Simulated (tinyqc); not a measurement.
Valence-band offset from core levels (Kraut method), with the dipole against the affinity rule: two steps of the calculation.

Binding energies are counted downwards from the Fermi level. dEv > 0 means that the valence edge of B lies below that of A, dEc > 0 that the conduction edge of B lies above that of A; dEc + dEv = EgB - EgA. The spectra are made-up values treated as data.

Parameters, values chosen for the exercise; gaps and affinities close to those of silicon (A) and silicon dioxide (B): electron affinity of A chiA = 4.1 eV; electron affinity of B chiB = 0.9 eV; relative permittivity inside the dipole layer ei = 9.4; thickness of the dipole layer dd = 0.25 nm; background counts in the gap bg = 65.

Constants: q = 1.602176634e-19 C, eps0 = 8.8541878128e-14 F/cm where lengths are in cm. Results are converted to the units shown.

Task 1. Valence-band maximum of bare A. Fit a straight line to the leading edge by least squares; the maximum vA lies where it meets the background.

```
point  binding energy (eV)  counts on the leading edge
0                     0.57                         192
1                     0.69                         250
2                     0.81                         312
3                     0.93                         372
4                     1.05                         431
5                     1.17                         488
```

Give: slope; intercept; vA.

Result 1.

slope = 495.95 counts/eV
intercept = -90.645 counts
vA = 0.31383 eV

Task 2. Interface dipole. The affinity rule gives dEc(0) = chiA - chiB; the dipole step is D = dEc - dEc(0), and two sheets of opposite charge dd apart hold N = eps0 ei |D|/(q dd).

dEc = 3.0538310 eV

Find: dEc(0); D; N; field in the dipole layer.

Result 2.

dEc(0) = 3.2000 eV
D = -0.14617 eV
N = 3.0373e13 cm^-2
field in the dipole layer = 5.8468 MV/cm

N is 0.043 elementary charges for each of about 7e14 surface atoms per cm^2.

Program tinyqc, `OMP_NUM_THREADS=1 python tinyqc.py 2410073 2410074 out.jsonl`; Intel Xeon 2.30GHz, shared host, one thread, about 0.01 s.
